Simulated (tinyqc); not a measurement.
Donor binding, ionisation and the Mott limit: two steps of the calculation.

Hydrogenic donor: Ry = (m0 q^3/(8 eps0^2 h^2)) me/eps_r^2 in eV, E0 = cc Ry, radius a = q/(8 pi eps0 eps_r E0), Mott density Nm = (0.26/a)^3. Below Nm the level sinks as Ed = E0 [1 - (N/Nm)^(1/3)]. Neutrality: Nc F12(eta) = N/(1 + 2 exp(eta + Ed/kB T)), F12(x) = (2/sqrt(pi)) int_0^infinity sqrt(u)/(1 + exp(u - x)) du.

Values chosen for this exercise; band and dielectric values close to those of gallium arsenide: temperature T = 77 K; relative permittivity eps_r = 12.9; mass in the hydrogenic formula, set independently of Nc me = 0.0663 m0; conduction-band density of states at 77 K Nc = 5.68e16 cm^-3; ratio of the true binding energy to the hydrogenic one cc = 1; donor density N = 5.6e13 cm^-3.

Constants: q = 1.602176634e-19 C, kB = 1.380649e-23 J/K, eps0 = 8.8541878128e-12 F/m, h = 6.62607015e-34 J s, m0 = 9.1093837015e-31 kg, Vt = kB T/q. Results are converted to the units shown.

Task 1. Binding energy, radius and Mott density. The mean spacing of the donors is N^(-1/3).

Wanted: Ry; E0; a; Nm; spacing over a; Ed.

Result 1.

Ry = 5.421 meV
E0 = 5.421 meV
a = 10.30 nm
Nm = 1.610e16 cm^-3
spacing over a = 25.39
Ed = 4.599 meV

Task 2. Ionisation. Solve the neutrality equation for eta. Boltzmann form: with k = (Nc/2) exp(-Ed/kB T) the ionised share is [-k + sqrt(k^2 + 4 k N)]/(2 N).

Ed = 4.5994186 meV

Find: eta; ionised share; n; ionised share, Boltzmann form.

Result 2.

eta = -6.9255
ionised share = 99.609 %
n = 5.5781e13 cm^-3
ionised share, Boltzmann form = 99.609 %

With the level held at E0 the share would be 99.6 %.

Range of the model: A sharp level with degeneracy 2 overstates freeze-out near Nm, where the impurity band broadens and merges with the conduction band.

Computed by the program tinyqc: `OMP_NUM_THREADS=1 python tinyqc.py 2330167 2330168 out.jsonl`, one thread of a shared Intel Xeon 2.30GHz, about 0.02 s for the whole run.
